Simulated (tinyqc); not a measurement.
Comparisons within one model: defect-molecule model of a vacancy with Jahn-Teller distortion. A value that a table varies takes the place of the one given here.

Four dangling hybrids a, b, c, d point into the vacancy: H_ii = E0, and -gm between any two. A tetragonal distortion Q pairs a with b and c with d: those two couplings become -gm - I Q and the other four -gm + I Q/2, at an elastic cost k Q^2/2. The a1 level holds two electrons; charge states 2+, + and 0 put n = 0, 1, 2 more into the lowest level of t2 origin. Energy from the 2+ state at Q = 0, with the Fermi level mu counted from Ev: W_n(Q) = n (et - 2 I Q) + k Q^2/2 + Uc n (n - 1)/2 - n mu. et = E0 + gm is the undistorted t2 level.

Constants: kB = 8.617333262e-05 eV/K.

Inputs chosen for the exercise (of the size used for the vacancy in silicon; not measured data):
- E0 = -0.16 eV (level of a dangling hybrid, from Ev)
- gm = 0.41 eV (coupling between two dangling hybrids)
- I = 0.98 eV/angstrom (Jahn-Teller coupling)
- k = 14.7 eV/angstrom^2 (force constant of the mode)
- Uc = 0.3 eV (repulsion of two electrons in one orbital)
- T = 200 K (temperature)
- mu1 = 0.02 eV (first Fermi level)

## Occupation against the Fermi level

Weights g_n exp(-W_n/kT) with W_n = n et - n^2 E_JT + Uc n (n - 1)/2 - n mu, E_JT = 2 I^2/k, degeneracies 1, 6 (spin and three axes) and 3; mu = mu1 + 0.03 j eV.

Shares:
```
mu (eV)      2+       +       0  mean charge
0.02     0.9815  0.0185  0.0000       1.9815
0.05     0.9029  0.0970  0.0001       1.9028
0.08     0.6189  0.3790  0.0021       1.6169
0.11     0.2174  0.7591  0.0234       1.1940
0.14     0.0410  0.8155  0.1435       0.8975
0.17     0.0044  0.4970  0.4986       0.5058
0.20     0.0002  0.1488  0.8510       0.1493
0.23     0.0000  0.0298  0.9702       0.0298
0.26     0.0000  0.0054  0.9946       0.0054
```

U_eff = Uc - 2 E_JT = +0.039 eV and kT = 17.2 meV (the vacancy in silicon is known as negative-U; these values are not). The + state reaches at most 81.6 % on these rows, at mu = 0.14 eV. The mean charge goes from 1.98 to 0.01.

## When U turns negative

The force constant is varied. E_JT = 2 I^2/k, E(2+/+) = et - E_JT, E(+/0) = et - 3 E_JT + Uc, U_eff = Uc - 2 E_JT.

Against k:
```
k (eV/angstrom^2)  E_JT (eV)  (2+/+) (eV)  (+/0) (eV)  U_eff (eV)  Q of the neutral state (angstrom)
8                     0.2401       0.0099     -0.1703     -0.1802                             0.4900
12                    0.1601       0.0899      0.0698     -0.0201                             0.3267
16                    0.1201       0.1300      0.1898      0.0599                             0.2450
24                    0.0800       0.1700      0.3099      0.1399                             0.1633
32                    0.0600       0.1900      0.3699      0.1799                             0.1225
48                    0.0400       0.2100      0.4299      0.2200                             0.0817
64                    0.0300       0.2200      0.4600      0.2400                             0.0612
96                    0.0200       0.2300      0.4900      0.2600                             0.0408
```

k at which U_eff = 0 = 12.81 eV/angstrom^2

Levels below 0 lie in the valence band. U_eff is negative for k below 4 I^2/Uc = 12.8: 2 of the 8 rows. The gain grows as n^2, so the second electron wins 3 E_JT where the first wins E_JT. For a stiff lattice the levels tend to et = 0.250 and et + Uc = 0.550 eV.

## What each parameter does

E_JT = 2 I^2/k, E(2+/+) = et - E_JT, E(+/0) = et - 3 E_JT + Uc, U_eff = E(+/0) - E(2+/+); a1 level E0 - 3 gm. Each row changes one parameter from the base and keeps the others.

Results:
```
case                     (2+/+) (eV)  (+/0) (eV)  U_eff (eV)  a1 (eV)
base                          0.1193      0.1580      0.0387  -1.3900
E0 = -0.11 eV                 0.1693      0.2080      0.0387  -1.3400
gm = 0.45 eV                  0.1593      0.1980      0.0387  -1.5100
I = 1.078 eV/angstrom         0.0919      0.0757     -0.0162  -1.3900
k = 16.17 eV/angstrom^2       0.1312      0.1936      0.0624  -1.3900
Uc = 0.36 eV                  0.1193      0.2180      0.0987  -1.3900
```

The largest shifts from the base row, up to three for each result and ties (the steps differ in size, so this ranks the rows, not the parameters). (2+/+) (eV): E0 +0.0500, gm +0.0400, I -0.0274; unchanged at the printed digits by Uc. (+/0) (eV): I -0.0823, Uc +0.0600, E0 +0.0500. U_eff (eV): Uc +0.0600, I -0.0549, k +0.0238; unchanged at the printed digits by E0 and gm. a1 (eV): gm -0.1200, E0 +0.0500; unchanged at the printed digits by I, k and Uc. E0 and gm move both levels alike, so U_eff depends on I, k and Uc alone.

(tinyqc, `OMP_NUM_THREADS=1 python tinyqc.py 1482668 1482669 out.jsonl`, Intel(R) Xeon(R) Processor @ 2.30GHz, 1 thread, shared host, about 0.01 s.)
